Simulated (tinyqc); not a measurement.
Electron mobility of a polar semiconductor by Rode's iterative solution of the Boltzmann equation. Changing the electron density n. Computed by tinyqc, a small Python program. Command: `OMP_NUM_THREADS=1 python tinyqc.py 3029326 3029327 out.jsonl rode sweep`. One thread of a shared host (Intel(R) Xeon(R) Processor @ 2.30GHz), about 0.03 s of CPU time with the checks.

The distribution is f(E) + e F l(E) (-df/dE) cos(theta) for a weak field F, theta counted from the force; l(E) is a mean free path. Elastic processes enter by their momentum rate, polar optical phonons by out- and in-scattering terms. One valley only: where upper valleys lie close, measured mobilities are lower. The density n is prescribed, even where a narrow-gap material would have more intrinsic carriers.

Inputs (values chosen for the exercise, modelled on CdS):
```
quantity,value,unit
effective mass m,0.208,m_0
static permittivity eps_s,8.7,-
high-frequency permittivity eps_inf,5.3,-
density rho,4820,kg/m^3
sound velocity v_l,4530,m/s
acoustic deformation potential D_A,8.7,eV
optical phonon energy hbar w,37.9,meV
piezoelectric coupling K,0.17,-
compensation ratio C,0,-
temperature T,250,K
grid points per phonon energy s,8,-
iteration cap,200,-
```

Band: parabolic. Elastic processes: acoustic, piezoelectric, impurity.

Constants: k_B = 8.617333262e-05 eV/K; m_0 = 9.1093837015e-31 kg; e = 1.602176634e-19 C; hbar = 1.054571817e-34 J s; eps_0 = 8.8541878128e-12 F/m; k_B = 1.380649e-23 J/K; hbar = 6.582119569e-16 eV s.

Method:
- Parabolic band: E = hbar^2 k^2/(2 m), speed v = hbar k/m, states per spin, volume and energy g(E) = m k/(2 pi^2 hbar^2). Masses are multiplied by m_0 and all formulas are in SI units.
- The reduced Fermi level eta = E_F/(k_B T) solves n = 2 Z int g f dE with f = 1/(1 + exp(x - eta)) (Z = 1 unless valleys are given); screening length L_s = sqrt(eps_s eps_0 k_B T/(e^2 dn/deta)), dn/deta = 2 Z int g f (1 - f) dE.
- Integrals over x = E/(k_B T) use 160 Gauss-Legendre points in u = sqrt(x) from 0 to sqrt(max(eta, 0) + 32).
- N_I = n (1 + C)/(1 - C).
- Phonon occupation N_q = 1/(exp(hbar w/(k_B T)) - 1).
- Acoustic deformation potential (elastic, equipartition, absorption and emission together): 1/tau = 2 pi k_B T D_A^2 g(E)/(hbar rho v_l^2).
- Piezoelectric (elastic, unscreened, momentum relaxation): 1/tau = e^2 K^2 k_B T m (1 + 2 alpha E)/(2 pi eps_s eps_0 hbar^3 k), with alpha = 0 for a parabolic band.
- Singly charged impurities, momentum relaxation: 1/tau = N_I e^4 m (1 + 2 alpha E) Phi/(8 pi (eps_s eps_0)^2 hbar^3 k^3), with alpha = 0 for a parabolic band.
- Brooks-Herring: Phi = ln(1 + b) - b/(1 + b), b = 4 k^2 L_s^2.
- Polar optical, unscreened: W = e^2 w (1/eps_inf - 1/eps_s) m (1 + 2 alpha E') ln|(k + k')/(k - k')| / (4 pi eps_0 hbar^2 k), times N_q for absorption (E' = E + hbar w) and N_q + 1 for emission (E' = E - hbar w > 0), with alpha = 0 for a parabolic band; mean cosine of the angle <cos> = (k^2 + k'^2)/(2 k k') - 1/ln|(k + k')/(k - k')|.
- Energy grid E_j = (j + 1/2) hbar w/s, j = 0, 1, ..., up to (max(eta, 0) + 18) k_B T, so that E_j +/- hbar w are grid points; l = 0 beyond the grid; integrals are sums times the spacing.
- With f' = f(E'): out-scattering S_o = sum over absorption and emission of W (1 - f')/(1 - f); nu = sum of elastic rates; the in-scattering weights are c+ = W_abs <cos> (1 - f')/(1 - f) for E' = E + hbar w and c- likewise for emission.
- Iteration: l_new(E) = [v(E) + c+ l(E + hbar w) + c- l(E - hbar w)]/(nu + S_o), from l = 0.
- mu = e sum g v l f (1 - f) / (3 k_B T sum g f) over the grid; stop when mu changes by less than 1e-8 of itself.
- Self-energy RTA: l = v/(nu + S_o), the first iteration. Momentum RTA: l = v/(nu + S_o - c+ v(E + hbar w)/v - c- v(E - hbar w)/v), listed only where the denominator is positive on the whole grid. The polar-only value solves the same system with nu = 0; the elastic value takes l = v/nu.

One run for each value:
```
electron density n (1/cm^3),mobility mu (cm^2/(V s)),elastic mobility (cm^2/(V s)),polar-phonon mobility (cm^2/(V s)),reduced Fermi level eta,error of the self-energy RTA (%)
1.00e+14,400.31,2299.7,513.15,-9.8041,-33.953
4.20e+14,399.25,2284.4,513.13,-8.3690,-33.928
1.80e+15,395.67,2233.9,513.04,-6.9134,-33.846
7.50e+15,385.30,2095.1,512.66,-5.4852,-33.609
3.20e+16,359.18,1787.1,511.06,-4.0296,-33.008
1.30e+17,312.72,1335.5,504.81,-2.6087,-31.950
5.60e+17,254.17,868.4,480.36,-1.0648,-31.027
2.40e+18,210.14,553.7,418.31,0.7418,-32.640
1.00e+19,189.97,362.9,427.37,3.5315,-36.710
```

Over the rows, mobility mu (cm^2/(V s)) falls from 400 to 190 (exponent d ln y / d ln x -0.0019 between the first rows and -0.071 between the last); elastic mobility (cm^2/(V s)) falls from 2300 to 363 (exponent d ln y / d ln x -0.0046 between the first rows and -0.30 between the last); polar-phonon mobility (cm^2/(V s)) goes from 513 through a minimum among these rows, 418 at 2.40e18, to 427. At the low end the exponent of polar-phonon mobility is 0.00, close to 0: unscreened polar scattering of a classical gas does not depend on n. Impurity and other elastic scattering overtake the polar phonons between 2.40e18 and 1.00e19 per cm^3.

Caution (rows 2.40e18, 1.00e19): the gas is degenerate, and screening of the polar coupling, left out here, would raise the mobility.

Extremes, crossings and ranges named in words are read from the listed rows.
